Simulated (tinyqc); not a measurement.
What moves the results: defect-molecule model of a vacancy with Jahn-Teller distortion. A value that a table varies takes the place of the one given here.

Four dangling hybrids a, b, c, d point into the vacancy: H_ii = E0, and -gm between any two. A tetragonal distortion Q pairs a with b and c with d: those two couplings become -gm - I Q and the other four -gm + I Q/2, at an elastic cost k Q^2/2. The a1 level holds two electrons; charge states 2+, + and 0 put n = 0, 1, 2 more into the lowest level of t2 origin. Energy from the 2+ state at Q = 0, with the Fermi level mu counted from Ev: W_n(Q) = n (et - 2 I Q) + k Q^2/2 + Uc n (n - 1)/2 - n mu. et = E0 + gm is the undistorted t2 level.

Constants: kB = 8.617333262e-05 eV/K.

Values chosen for the exercise (of the size used for the vacancy in silicon; not measured data):
- E0 = 0.03 eV (level of a dangling hybrid, from Ev)
- gm = 0.3 eV (coupling between two dangling hybrids)
- I = 1.17 eV/angstrom (Jahn-Teller coupling)
- k = 14.1 eV/angstrom^2 (force constant of the mode)
- Uc = 0.36 eV (repulsion of two electrons in one orbital)
- T = 200 K (temperature)
- mu1 = 0 eV (first Fermi level)

## Occupation against the Fermi level

Weights g_n exp(-W_n/kT) with W_n = n et - n^2 E_JT + Uc n (n - 1)/2 - n mu, E_JT = 2 I^2/k, degeneracies 1, 6 (spin and three axes) and 3; mu = mu1 + 0.03 j eV.

Shares:

| mu (eV) | 2+ | + | 0 | mean charge |
|---|---|---|---|---|
| 0.00 | 0.9977 | 0.0023 | 0.0000 | 1.9977 |
| 0.03 | 0.9872 | 0.0128 | 0.0001 | 1.9871 |
| 0.06 | 0.9294 | 0.0685 | 0.0022 | 1.9272 |
| 0.09 | 0.6684 | 0.2807 | 0.0509 | 1.6175 |
| 0.12 | 0.1704 | 0.4080 | 0.4216 | 0.7488 |
| 0.15 | 0.0105 | 0.1436 | 0.8459 | 0.1646 |
| 0.18 | 0.0004 | 0.0289 | 0.9707 | 0.0296 |
| 0.21 | 0.0000 | 0.0052 | 0.9948 | 0.0052 |
| 0.24 | 0.0000 | 0.0009 | 0.9991 | 0.0009 |

U_eff = Uc - 2 E_JT = -0.028 eV and kT = 17.2 meV. The + state reaches at most 40.8 % on these rows, at mu = 0.12 eV. The mean charge goes from 2.00 to 0.00.

## When U turns negative

The force constant is varied. E_JT = 2 I^2/k, E(2+/+) = et - E_JT, E(+/0) = et - 3 E_JT + Uc, U_eff = Uc - 2 E_JT.

Against k:

| k (eV/angstrom^2) | E_JT (eV) | (2+/+) (eV) | (+/0) (eV) | U_eff (eV) | Q of the neutral state (angstrom) |
|---|---|---|---|---|---|
| 8 | 0.3422 | -0.0122 | -0.3367 | -0.3245 | 0.5850 |
| 12 | 0.2281 | 0.1018 | 0.0056 | -0.0963 | 0.3900 |
| 16 | 0.1711 | 0.1589 | 0.1767 | 0.0178 | 0.2925 |
| 24 | 0.1141 | 0.2159 | 0.3478 | 0.1318 | 0.1950 |
| 32 | 0.0856 | 0.2444 | 0.4333 | 0.1889 | 0.1462 |
| 48 | 0.0570 | 0.2730 | 0.5189 | 0.2459 | 0.0975 |
| 64 | 0.0428 | 0.2872 | 0.5617 | 0.2744 | 0.0731 |
| 96 | 0.0285 | 0.3015 | 0.6044 | 0.3030 | 0.0488 |

k at which U_eff = 0 = 15.21 eV/angstrom^2

Levels below 0 lie in the valence band. U_eff is negative for k below 4 I^2/Uc = 15.2: 2 of the 8 rows. The gain grows as n^2, so the second electron wins 3 E_JT where the first wins E_JT. For a stiff lattice the levels tend to et = 0.330 and et + Uc = 0.690 eV. Distortions above about 0.5 angstrom (1 of the rows) are beyond a linear coupling.

## What each parameter does

E_JT = 2 I^2/k, E(2+/+) = et - E_JT, E(+/0) = et - 3 E_JT + Uc, U_eff = E(+/0) - E(2+/+); a1 level E0 - 3 gm. Each row changes one parameter from the base and keeps the others.

Results:

| case | (2+/+) (eV) | (+/0) (eV) | U_eff (eV) | a1 (eV) |
|---|---|---|---|---|
| base | 0.1358 | 0.1075 | -0.0283 | -0.8700 |
| E0 = 0.08 eV | 0.1858 | 0.1575 | -0.0283 | -0.8200 |
| gm = 0.34 eV | 0.1758 | 0.1475 | -0.0283 | -0.9900 |
| I = 1.287 eV/angstrom | 0.0951 | -0.0148 | -0.1099 | -0.8700 |
| k = 15.51 eV/angstrom^2 | 0.1535 | 0.1604 | 0.0070 | -0.8700 |
| Uc = 0.42 eV | 0.1358 | 0.1675 | 0.0317 | -0.8700 |

The largest shifts from the base row, up to three for each result and ties (the steps differ in size, so this ranks the rows, not the parameters). (2+/+) (eV): E0 +0.0500, I -0.0408, gm +0.0400; unchanged at the printed digits by Uc. (+/0) (eV): I -0.1223, Uc +0.0600, k +0.0530. U_eff (eV): I -0.0816, Uc +0.0600, k +0.0353; unchanged at the printed digits by E0 and gm. a1 (eV): gm -0.1200, E0 +0.0500; unchanged at the printed digits by I, k and Uc. E0 and gm move both levels alike, so U_eff depends on I, k and Uc alone.

tinyqc: `OMP_NUM_THREADS=1 python tinyqc.py 1451396 1451397 out.jsonl`; about 0.01 s, one thread, shared Intel(R) Xeon(R) Processor @ 2.30GHz.
